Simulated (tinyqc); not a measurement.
# Input admittance of a MOSFET at zero drain bias: distributed channel and distributed gate: what changes with what

Source and drain grounded, strong inversion, w = 2 pi f, Cox = eps0 eox/tox. The channel is an RC line of resistance 1/(mu Cox Vo) per square fed from both ends, so one finger has the intrinsic admittance y = i w Cox L tanh(g)/g per width, g = (1/2) sqrt(i w tau), tau = L^2/(mu Vo). The vertical resistance rv/L is in series with y, the overlaps 2 i w Cov in parallel: y_t = 1/(1/y + rv/L) + 2 i w Cov. The gate strip is a line of Rsh/L per length loaded by y_t, so a finger has Y = y_t Wf tanh(k)/k, k = (Wf/sd) sqrt(y_t Rsh/L); the device has Nf Y.

Values chosen for this exercise; values of the order met in silicon radio-frequency transistors: relative permittivity of the gate insulator (close to silicon dioxide) eox = 3.9; insulator thickness tox = 1.7 nm; channel length L = 1.9 um; finger width Wf = 4.4 um; number of fingers Nf = 64; channel mobility mu = 210 cm^2/(V s); gate overdrive Vo = 0.28 V; sheet resistance of the gate Rsh = 5.9 ohm/square; vertical resistivity of the gate stack rv = 5.5 ohm um^2; number of ends at which a finger is contacted sd = 1; overlap and fringe capacitance on each side Cov = 0.21 fF/um; frequency f = 0.19 GHz.

Constants: eps0 = 8.8541878128e-14 F/cm where lengths are in cm. Results are converted to the units shown.

Each table varies one quantity; the others keep the values above.

## Input impedance against frequency

Low-frequency limits, with c = Cox L and ct = c + 2 Cov: R_strip = Rsh Wf/(3 sd^2 L Nf), R_ch = (c/ct)^2 L/(12 mu Cox Vo Wf Nf), R_vert = (c/ct)^2 rv/(L Wf Nf), C = ct Wf Nf. Z = 1/(Nf Y) = R + 1/(i w C), Q = |Im Z|/R, far-point signal |1/cosh k|.

The same in every row: low-frequency R (ohm) = 4.688.

Input impedance against frequency:
```
f (GHz)     w tau       |k|  R (ohm)   C (fF)       Q  signal at the far point
0.002    0.007715  0.005429    4.688  1.099e4    1545                    1.000
0.005     0.01929  0.008584    4.688  1.099e4   618.0                    1.000
0.01      0.03858   0.01214    4.688  1.099e4   309.0                    1.000
0.04       0.1543   0.02428    4.688  1.099e4   77.26                    1.000
0.1        0.3858   0.03837    4.688  1.098e4   30.91                    1.000
0.3         1.157   0.06628    4.685  1.097e4   10.33                   0.9998
0.8         3.086    0.1062    4.669  1.084e4   3.931                   0.9986
2           7.715    0.1536    4.575  1.014e4   1.715                   0.9941
6           23.15    0.1985    3.907     6930  0.9798                   0.9862
```

Read the table: what changes, and by how much?

R falls from 4.69 to 3.91 ohm and C falls from 11000 to 6930 fF. Q goes as f^(-1.00) between the first two rows and f^(-0.51) between the last two, where w tau = 23.1 and |k| = 0.198. The low-frequency limits hold both R and C within 5 % up to f = 0.8 GHz among the rows.

## Dividing a fixed width into fingers

Total width Wf Nf = 280 um; each finger also has a contact resistance Rc at each contacted end, which adds Rc/(sd Nf). The resistances are low-frequency limits, good while |k| is below about 1; the far-point signal is |1/cosh k| at f, without Rc.

The same in every row: R_ch + R_vert (ohm) = 4.643.

Dividing a fixed width into fingers:
```
Nf   Wf (um)  R_strip (ohm)  Rc/(sd Nf) for Rc = 30 ohm (ohm)  sum (ohm)  signal at the far point
1      280.0          289.8                             30.00      324.5                   0.1729
2      140.0          72.46                             15.00      92.10                   0.6226
4      70.00          18.11                             7.500      30.26                   0.9419
8      35.00          4.529                             3.750      12.92                   0.9921
16     17.50          1.132                             1.875      7.650                   0.9985
32     8.750         0.2830                            0.9375      5.864                   0.9997
64     4.375        0.07076                            0.4688      5.183                   0.9999
128    2.188        0.01769                            0.2344      4.895                    1.000
```

Read the table: what changes, and by how much?

R_strip falls as 1/Nf^2, from 290 to 0.0177 ohm, the contact term as 1/Nf, and R_ch + R_vert stays at 4.64 ohm since the total width is fixed. The sum is within a factor 1.5 of that floor from Nf = 32 on. More fingers add wiring capacitance, which is left out.

tinyqc, about 0.01 s, one thread, Intel Xeon 2.30GHz (shared host): `OMP_NUM_THREADS=1 python tinyqc.py 2262148 2262149 out.jsonl`
